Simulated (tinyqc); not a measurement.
Crystal pulling from the melt: segregation, interface stability, heat balance and point-defect regime: one step, computed by the program tinyqc.

A dilute solute; steady pulling with a flat interface unless it is found unstable.

Task: Heat balance and the ratio V/G. k_S G_S = k_L G_L + L V; the largest rate for this G_S, with G_L = 0, is k_S G_S/L. Voronkov: the crystal grows vacancy-rich if V/G_S > xi_c and interstitial-rich if below; at fixed G_L the neutral rate solves V = xi_c G_S(V).

Inputs (values chosen for the exercise, modelled on antimony in silicon):
```
quantity                  value          unit
pull rate V                 1.3        mm/min
gradient in the melt G_L     12          K/cm
solid conductivity k_S     21.8       W/(m K)
melt conductivity k_L        59       W/(m K)
latent heat per volume L   4210        J/cm^3
critical ratio xi_c        0.14  mm^2/(min K)
```

Give: gradient in the solid G_S; largest rate; V/G_S; neutral pull rate.

Result:

gradient in the solid G_S = 74.320 K/cm

largest rate = 2.3090 mm/min

V/G_S = 0.17492 mm^2/(min K)

neutral pull rate = 0.82761 mm/min

V/G_S is 1.25 xi_c: vacancies survive and can cluster into voids. Latent heat makes up 56 % of the flux.
